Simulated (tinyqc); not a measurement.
MP2 on RHF in the sto-3g basis, frozen core, for BeH2, spin multiplicity 1, step by step. One step of it, computed by the program tinyqc.

Task: Second-order Moller-Plesset energy. E2 = sum_ijab (ia|jb) [2 (ia|jb) - (ib|ja)] / (e_i + e_j - e_a - e_b) over occupied i, j and virtual a, b; the opposite-spin part is (ia|jb)^2 / denominator, the rest is same-spin, and SCS-MP2 scales them by 6/5 and 1/3.

orbital energies (hartree): MO1 -4.534898, MO2 -0.414001, MO3 -0.370591, MO4 0.211874, MO5 0.213707, MO6 0.349645, MO7 0.682299

Two-electron integrals over orbitals (pq|rs), unique and non-zero (hartree); the lowest 1 orbital is frozen and left out:
```
p,q,r,s,(pq|rs)
2,2,2,2,0.372063
3,2,3,2,0.157918
3,3,2,2,0.383456
3,3,3,3,0.406791
4,2,2,2,0.004878
4,2,3,3,0.006622
4,2,4,2,0.047588
4,3,3,2,0.010050
4,3,4,3,0.013248
4,4,2,2,0.351565
4,4,3,3,0.332906
4,4,4,2,-0.019771
4,4,4,4,0.450770
5,2,5,2,0.047284
5,3,5,3,0.012261
5,4,5,2,-0.006228
5,4,5,4,0.024841
5,5,2,2,0.352193
5,5,3,3,0.332836
5,5,4,2,-0.007695
5,5,4,4,0.400662
5,5,5,5,0.449859
6,2,2,2,-0.013332
6,2,3,3,-0.040258
6,2,4,2,-0.003625
6,2,4,4,0.065625
6,2,5,5,0.068386
6,2,6,2,0.083443
6,3,3,2,-0.091496
6,3,4,3,-0.008592
6,3,6,3,0.086877
6,4,2,2,0.000974
6,4,3,3,-0.003585
6,4,4,2,0.043035
6,4,4,4,-0.001211
6,4,5,5,0.006050
6,4,6,2,0.016212
6,4,6,4,0.046913
6,5,5,2,0.046065
6,5,5,4,-0.003814
6,5,6,5,0.048481
6,6,2,2,0.374768
6,6,3,3,0.385185
6,6,4,2,0.016600
6,6,4,4,0.348664
6,6,5,5,0.351528
6,6,6,2,-0.024261
6,6,6,4,0.010039
6,6,6,6,0.394517
7,2,3,2,-0.038765
7,2,4,3,-0.007996
7,2,6,3,0.062437
7,2,7,2,0.057381
7,3,2,2,0.001117
7,3,3,3,-0.018054
7,3,4,2,-0.011000
7,3,4,4,0.070398
7,3,5,5,0.071069
7,3,6,2,0.078665
7,3,6,4,0.008434
7,3,6,6,-0.019819
7,3,7,3,0.087730
7,4,3,2,-0.017978
7,4,4,3,0.011983
7,4,6,3,0.011614
7,4,7,2,0.003612
7,4,7,4,0.019083
7,5,5,3,0.013198
7,5,7,5,0.016965
7,6,3,2,0.138075
7,6,4,3,0.011042
7,6,6,3,-0.090022
7,6,7,2,-0.046502
7,6,7,4,-0.015423
7,6,7,6,0.134005
7,7,2,2,0.397592
7,7,3,3,0.413308
7,7,4,2,0.001314
7,7,4,4,0.376583
7,7,5,5,0.376116
7,7,6,2,-0.017517
7,7,6,4,-0.003437
7,7,6,6,0.407168
7,7,7,3,0.004460
7,7,7,7,0.450675
```

Hartree-Fock energy = -15.50709215 hartree

Give: Terms; Pair energies; MP2 correlation energy; SCS-MP2 correlation energy; MP2 total energy.

Result:

Terms:
```
i,j,a,b,(ia|jb),(ib|ja),denominator,term
3,3,6,6,0.0869,0.0869,-1.4405,-0.0052
2,2,6,6,0.0834,0.0834,-1.5273,-0.0046
3,2,7,6,0.0787,0.0624,-1.8165,-0.0041
2,3,6,7,0.0787,0.0624,-1.8165,-0.0041
3,3,7,7,0.0877,0.0877,-2.1058,-0.0037
2,2,4,4,0.0476,0.0476,-1.2518,-0.0018
2,2,5,5,0.0473,0.0473,-1.2554,-0.0018
2,3,7,6,0.0624,0.0787,-1.8165,-0.0016
3,2,6,7,0.0624,0.0787,-1.8165,-0.0016
2,2,7,7,0.0574,0.0574,-2.1926,-0.0015
3,3,4,4,0.0132,0.0132,-1.1649,-1.51e-04
3,3,5,5,0.0123,0.0123,-1.1686,-1.29e-04
3,2,7,4,-0.0110,-0.0080,-1.6788,-9.18e-05
2,3,4,7,-0.0110,-0.0080,-1.6788,-9.18e-05
3,3,4,6,-0.0086,-0.0086,-1.3027,-5.67e-05
3,3,6,4,-0.0086,-0.0086,-1.3027,-5.67e-05
2,3,7,4,-0.0080,-0.0110,-1.6788,-2.38e-05
3,2,4,7,-0.0080,-0.0110,-1.6788,-2.38e-05
2,2,4,6,-0.0036,-0.0036,-1.3895,-9.46e-06
2,2,6,4,-0.0036,-0.0036,-1.3895,-9.46e-06
```

Pair energies (hartree; pair i-j sums ij and ji):
```
pair,opposite spin,same spin
2-2,-0.0097,0
3-2,-0.0113,-3.01e-04
3-3,-0.0093,0.0000
```

MP2 correlation energy = -0.030583 hartree

SCS-MP2 correlation energy = -0.036439 hartree

MP2 total energy = -15.537675 hartree
